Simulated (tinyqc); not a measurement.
A chain with a side-coupled site and dephasing by Buettiker voltage probes: two steps of the calculation.

Sites 1 to 4 form a chain with hopping -t, and site 5 hangs on site 4 by -ts. Lead L joins site 1 and lead R site 4, both semi-infinite chains with hopping -t and site energy 0. Every site carries a probe with self-energy -i Gamma_p/2 that draws no net current. Linear response at zero temperature: mu_L = 1, mu_R = 0 in units of the bias.

Parameters, values chosen for the exercise: probe broadening Gamma_p gp = 0.56 eV.

Task 1. Transmissions between terminals. With Gamma the broadening by one lead, T_RL = Gamma^2 |G_(4,1)|^2, T_pL = Gamma Gamma_p |G_(p,1)|^2, T_pR = Gamma Gamma_p |G_(p,4)|^2, T_pq = Gamma_p^2 |G_(p,q)|^2 for p != q.

G (1/eV):
```
                       1                      2                      3                      4
1   0.0516823-0.7580099i   0.5627266+0.0960767i  -0.2600735+0.4521696i  -0.2346810-0.1781853i
2   0.5627266+0.0960767i   0.0118354-0.8325206i   0.7101045+0.2730344i  -0.2039664+0.3782730i
3  -0.2600735+0.4521696i   0.7101045+0.2730344i   0.0679426-0.9064172i   0.5029933+0.1031468i
4  -0.2346810-0.1781853i  -0.2039664+0.3782730i   0.5029933+0.1031468i   0.0257545-0.6594193i
5   0.1463665-0.1927737i  -0.3107243-0.1675438i  -0.0847277+0.4131731i   0.5416659+0.0211555i

                       5
1   0.1463665-0.1927737i
2  -0.3107243-0.1675438i
3  -0.0847277+0.4131731i
4   0.5416659+0.0211555i
5  -0.0173777-3.1264888i
```

Gamma = 1.1692305 eV

Give: T_RL; T_pL; T_pR; T_pq.

Result 1.

T_RL = 0.11870

```
probe     T_pL     T_pR
1      0.37797  0.05685
2      0.21338  0.12093
3      0.17816  0.17262
4      0.05685  0.28515
5      0.03836  0.19240
```

T_pq:
```
         1        2        3        4        5
1  0.00000  0.10220  0.08533  0.02723  0.01837
2  0.10220  0.00000  0.18151  0.05792  0.03908
3  0.08533  0.18151  0.00000  0.08268  0.05579
4  0.02723  0.05792  0.08268  0.00000  0.09215
5  0.01837  0.03908  0.05579  0.09215  0.00000
```

Task 2. Current at both leads. In units of (2 q^2/h) times the bias, T_RL + sum_p T_pL (1 - mu_p) leaves L and T_RL + sum_p T_pR mu_p enters R.

T_RL = 0.11869874

```
probe        T_pL        T_pR        mu_p
1      0.37796549  0.05685046  0.73961976
2      0.21338399  0.12093112  0.57468946
3      0.17815980  0.17262433  0.51188058
4      0.05685046  0.28515005  0.29931000
5      0.03835956  0.19240354  0.29931000
```

Find: current leaving L; current entering R.

Result 2.

current leaving L = 0.46154
current entering R = 0.46154

The two are equal: the probes conserve the current.

tinyqc, about 0.01 s, one thread, Intel Xeon 2.30GHz (shared host): `OMP_NUM_THREADS=1 python tinyqc.py 2700016 2700017 out.jsonl`
